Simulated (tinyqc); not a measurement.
Pump-down curve: gas flow in a process chamber: flow regimes, conductance, effective pumping speed, pump-down, outgassing and purge. Computed by tinyqc, a small Python program. Command: `OMP_NUM_THREADS=1 python tinyqc.py 3121532 3121533 out.jsonl pump walk`. One thread of a shared host (Intel(R) Xeon(R) Processor @ 2.30GHz), about 0.09 s of CPU time with the checks.

Ideal gas, isothermal flow, a pump of constant speed at the end of a round pipe; process gas, volume gas and outgassing are given the same properties. 1 sccm = 101325 Pa x 1e-6 m^3/60 s x T/273.15 K.

Inputs (values chosen for the exercise, modelled on nitrogen near room temperature): molar mass M = 28.01 g/mol; molecular diameter = 0.37 nm; viscosity eta = 17.8 micropascal s; temperature T = 300 K; chamber volume V = 11 L; wall area = 0.38 m^2; pipe diameter d = 4 cm; pipe length l = 100 cm; pump speed S = 13 L/s; outgassing rate after 1 h = 1.2e-05 Pa m^3/(s m^2); outgassing exponent n = 1.2; starting pressure p0 = 140 Pa.

Constants: k_B = 1.380649e-23 J/K; u = 1.6605390666e-27 kg.

Method:
- Mean speed c = sqrt(8 k_B T/(pi m)); aperture conductance C_a = c pi d^2/16; molecular pipe C_m = C_a/(1 + 3 l/(4 d)) (Dushman form); viscous pipe C_v = pi d^4 p_mean/(128 eta l); Knudsen interpolation C = C_v + C_m (1 + x)/(1 + 1.24 x), x = d p_mean sqrt(m/(k_B T))/eta.
- Effective speed 1/S_eff = 1/S + 1/C_m; time constant V/S_eff; pressure at which the free path k_B T/(sqrt2 pi d_m^2 p) equals d.
- Pump-down: V dp/dt = -S_eff(p) p + q(t) A, with S_eff = S p_2/p, where p_2 solves C((p + p_2)/2) (p - p_2) = S p_2 at each moment, and q(t) = q_1 (1 h/(t + 10 s))^n; integrated adaptively. At long times p = q(t) A/S_eff.
- S_eff(p) is tabulated at 260 pressures and interpolated in ln p. Comparison columns: p0 exp(-t/time constant) with the molecular S_eff (0 below 1e-26 p0), and the outgassing limit.

time constant = 2.29833 s

S_eff in molecular flow = 4.78609 L/s

Pressure against time:
```
t (s)       p (Pa)  S_eff (L/s)  volume gas only (Pa)  outgassing limit (Pa)
0.3     9.9396e+01       12.535            1.2287e+02             1.0743e+00
1       4.5631e+01       12.029            9.0608e+01             9.9283e-01
3       7.0433e+00        8.770            3.7953e+01             8.1248e-01
10      6.5182e-01        4.945            1.8052e+00             4.8452e-01
30      2.3399e-01        4.659            3.0012e-04             2.1090e-01
100     6.5884e-02        4.675            1.7784e-17             6.2643e-02
300     1.8404e-02        4.742                     0             1.8068e-02
1000    4.4018e-03        4.774                     0             4.3789e-03
3600    9.5084e-04        4.783                     0             9.4960e-04
20000   1.2166e-04        4.786                     0             1.2163e-04
100000  1.7641e-05        4.786                     0             1.7640e-05
```

From t = 30 s on the pressure is within 20 % of the outgassing limit, which falls only as (t + 10 s)^-1.2: walls, not volume, set the time to base pressure. Early on viscous flow raises S_eff to 12.5 L/s, 2.6 times its molecular value.
